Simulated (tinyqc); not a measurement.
Global model of a low-pressure process discharge: electron temperature, density, ion flux and ion energy: one step, computed by the program tinyqc. Command: `OMP_NUM_THREADS=1 python tinyqc.py 3111836 3111837 out.jsonl plasma walk`. One thread of a shared host (Intel(R) Xeon(R) Processor @ 2.30GHz), about 0.01 s of CPU time with the checks.

Maxwellian electrons with temperature T_e in eV, one positive ion, no negative ions, uniform bulk density n; rate constants have the Arrhenius form.

Question. Biased electrode. All bias power goes to ions: V_b = P_b/(J pi r^2). Debye length at the sheath edge lambda_D = sqrt(eps_0 T_e/(e h_L n)); Child-law sheath s = (sqrt2/3) lambda_D (2 V/T_e)^(3/4), V = V_b + V_s; ion transit time tau_i = 3 s sqrt(M/(2 e V)); collisions in the sheath s/lambda_i.

Inputs (values chosen for the exercise, of the order of those of an inductive discharge in a simple atomic gas): ion mass M = 40 u; gas temperature T_g = 400 K; bias power P_b = 10 W; radius of the biased electrode = 5 cm; bias frequency = 2 MHz.

ion current density J = 2.973603 mA/cm^2

T_e = 2.169433 eV

h_L = 0.2371378

plasma density n = 3.421354e+11 1/cm^3

wall potential V_s = 10.15206 V

ion mean free path = 0.8372644 cm

Constants: eps_0 = 8.8541878128e-12 F/m; e = 1.602176634e-19 C; u = 1.6605390666e-27 kg.

Give: bias voltage V_b; lambda_D; sheath width s; ion transit time; transit time over bias period; s/lambda_i.

Answer.

bias voltage V_b = 42.82 V

lambda_D = 38.44 micrometre

sheath width s = 0.3348 mm

ion transit time = 62.82 ns

transit time over bias period = 0.1256

s/lambda_i = 0.03998

Ions cross within a small part of a period and sample the instantaneous voltage: a broad, two-peaked energy distribution. The sheath is nearly free of collisions.
